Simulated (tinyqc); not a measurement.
# Growth of a silicide layer between metal and silicon: linear-parabolic kinetics, ramp anneals and Kissinger analysis, step by step

A worked calculation. Computed by tinyqc, a small Python program that keeps every step. Command: `OMP_NUM_THREADS=1 python tinyqc.py 3002085 3002086 out.jsonl silicide walk`. One thread of a shared host (Intel(R) Xeon(R) Processor @ 2.30GHz), about 0.1 s of CPU time with the checks. Intermediate numbers are printed to about 6 digits and carried at full precision; extremes and crossings named in words are read from the listed rows.

One compound layer of thickness x grows by diffusion through itself and reaction at an interface, dx/dt = 1/(2x/K + 1/v), until the metal is used up at x = a h.

Inputs (values chosen for the exercise, modelled on Ni2Si):
```
quantity                                  value          unit
metal thickness h                            13            nm
silicide formed per metal thickness a      1.47             -
silicon consumed per metal thickness b     0.91             -
prefactor of the parabolic constant K   7.5e+13        nm^2/s
activation energy E of K                   1.45            eV
prefactor of the interface velocity v   2.3e+14          nm/s
activation energy E_v                      1.59            eV
temperature T                               270             C
time t                                       23             s
ramp rate beta                               10           C/s
silicide resistivity                         26  micro-ohm cm
junction depth x_j                          140            nm
```

Constants: k_B = 8.617333262e-05 eV/K.

## Final thickness

The silicide ends at the thickness a h.

final thickness = 19.11 nm

## Geometry at full reaction

Silicon consumed b h, sheet resistance rho/(final thickness) with 1 micro-ohm cm/nm = 10 ohm; margin to the junction x_j - b h.

silicon consumed = 11.83 nm

sheet resistance = 13.6054 ohm/square

margin to the junction = 128.17 nm

The layer takes 8 % of the junction depth; its surface lies 7.28 nm above the original silicon surface.

## Isothermal growth

K = K0 exp(-E/(k_B T)), v = v0 exp(-E_v/(k_B T)). Temperatures in kelvin are T(C) + 273.15. x^2/K + x/v = t, so x = (K/(2v)) [sqrt(1 + 4 v^2 t/K) - 1], capped at a h; completion time t_c = (a h)^2/K + a h/v, a h being the final thickness; crossover thickness K/v.

K = 2.63516 nm^2/s

v = 0.405921 nm/s

crossover thickness = 6.49180 nm

thickness at time t = 5.18882 nm

completion time = 185.663 s

27 % has reacted. Diffusion makes up 75 % of the completion time.

## Ramp anneal

Ramp from x = 0 at 100 C at the rate beta: dx/dT = (1/beta)/(2x/K + 1/v), integrated adaptively (tolerance 1e-9) until x = a h at T_f.

completion temperature T_f = 359.095 C

## Kissinger analysis

Plot ln(beta/T_f^2) against 1/(k_B T_f), T_f in kelvin; minus the least-squares slope estimates the activation energy.

Ramps:
```
beta (C/s)  T_f (C)  1/(k_B T_f) (1/eV)  ln(beta/T_f^2)
0.03        253.618             22.0296        -16.0401
0.1         272.501             21.2673        -14.9065
0.3         290.948             20.5718        -13.8744
1           312.643             19.8099        -12.7459
3           333.934             19.1152        -11.7187
10          359.095             18.3545        -10.5960
30          383.916             17.6611         -9.5744
```

Kissinger energy = 1.48000 eV

A thousandfold faster ramp raises the completion temperature by only 130 C. The fit gives 1.480 eV, against E = 1.45 eV for diffusion and E_v = 1.59 eV for the interface: it lies 21 % of the way from E to E_v, as both steps resist. Caution: nucleation and competing phases are left out; disilicides such as CoSi2 and the low-resistance form of TiSi2 start by nucleation and follow this law at best in part.

Checks made by the program: isothermal closed form against integration (relative difference below 1e-10).
